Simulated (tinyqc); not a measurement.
# Threshold-voltage variability of a planar MOSFET, analytic estimates: two studies

Three independent sources add in quadrature: random dopants in the depleted layer, metal-gate grains of two orientations, and roughness of the two gate edges acting through the roll-off VT = VT(long) - Vr exp(-L/l). These are first-order estimates: no three-dimensional electrostatics, no percolation.

Inputs (values chosen for the exercise); material values close to those of silicon:
- T = 273 K (temperature)
- Eg = 1.12 eV (band gap)
- eps_r = 11.9 (relative permittivity of the semiconductor)
- Nc = 2.46e19 cm^-3 (conduction-band density of states at T)
- Nv = 2.27e19 cm^-3 (valence-band density of states at T)
- Na = 1.5e18 cm^-3 (channel doping)
- ti = 1 nm (oxide-equivalent thickness in inversion)
- W = 220 nm (gate width)
- G = 7 nm (metal grain size)
- dW = 0.2 eV (work-function difference of the two grain orientations)
- p = 0.3 (share of the orientation of higher work function)
- De = 0.6 nm (rms roughness of one gate edge)
- La = 10 nm (correlation length of the roughness)
- l = 13 nm (decay length of the threshold roll-off)
- Vr = 1.6 V (prefactor of the roll-off)

Constants: q = 1.602176634e-19 C, kB = 1.380649e-23 J/K, Vt = kB T/q, eps0 = 8.8541878128e-14 F/cm where lengths are in cm. Results are converted to the units shown.

Each table varies one quantity; the others keep the values above.

## Scaling length and width together

ni = sqrt(Nc Nv) exp(-Eg/(2 Vt)), Eg in volts; Cox = 3.9 eps0/ti; Wd = sqrt(4 eps0 eps_r Vt ln(Na/ni)/(q Na)); dopants: s1 = (q/Cox) sqrt(Na Wd/(3 L W)). Grains: Ng = L W/G^2 (at least 1), s2 = dW sqrt(p (1 - p)/Ng). Edges, with exponential correlation and u = W/La: the mean gate length has sL^2 = 2 De^2 (2/u)[1 - (1 - exp(-u))/u]; s3 = sL (Vr/l) exp(-L/l). s = sqrt(s1^2 + s2^2 + s3^2). l and Vr are held fixed. W = 4.888888889 L in every row; l is held fixed.

Results:
```
L (nm)  s1 (mV)  s2 (mV)  s3 (mV)  s (mV)  s sqrt(L W) (mV um)
29        8.783    10.01    4.063   13.92               0.8926
36        7.075    8.060    2.144   10.94               0.8706
44        5.789    6.594    1.054   8.838               0.8598
54        4.717    5.373   0.4428   7.164               0.8553
66        3.859    4.396   0.1597   5.852               0.8540
99        2.573    2.931  0.01035   3.900               0.8537
```

Estimate the missing row, L = 81 nm.

Computed row:
```
L (nm)  s1 (mV)  s2 (mV)  s3 (mV)  s (mV)  s sqrt(L W) (mV um)
81        3.145    3.582  0.04560   4.767               0.8537
```

With this row back in the table: As L goes from 29 to 99 nm, s falls from 13.9 to 3.90 mV. The grains are the largest source in the first and the last row. The product s sqrt(L W) falls from 0.893 to 0.854 mV um: s1 and s2 go as 1/sqrt(L W), so the change comes from s3 alone. At L = 29 nm the depletion depth exceeds L, so source and drain share much of the charge and s1 is rough.

## Effect of the gate length

Same model as above.

l and Vr are held fixed.

Results:
```
L (nm)  s1 (mV)  s2 (mV)   s3 (mV)  s (mV)  s sqrt(L W) (mV um)
27       7.3073   8.3242    3.8552  11.728              0.90392
33       6.6097   7.5296    2.4300  10.310              0.87844
39       6.0801   6.9262    1.5317  9.3427              0.86539
47       5.5385   6.3092   0.82776  8.4360              0.85783
68       4.6045   5.2453   0.16457  6.9816              0.85392
82       4.1931   4.7766  0.056059  6.3562              0.85372
99       3.8161   4.3472  0.015161  5.7846              0.85369
```

Estimate the missing row, L = 57 nm.

Computed row:
```
L (nm)  s1 (mV)  s2 (mV)  s3 (mV)  s (mV)  s sqrt(L W) (mV um)
57       5.0293   5.7291  0.38356  7.6331              0.85477
```

With this row back in the table: As L goes from 27 to 99 nm, s falls from 11.7 to 5.78 mV. The grains are the largest source in the first and the last row. The product s sqrt(L W) falls from 0.904 to 0.854 mV um: s1 and s2 go as 1/sqrt(L W), so the change comes from s3 alone. At L = 27 nm the depletion depth exceeds L, so source and drain share much of the charge and s1 is rough.

Computed by the program tinyqc: `OMP_NUM_THREADS=1 python tinyqc.py 2090114 2090115 out.jsonl`, one thread of a shared Intel Xeon 2.30GHz, about 0.01 s for the whole run.
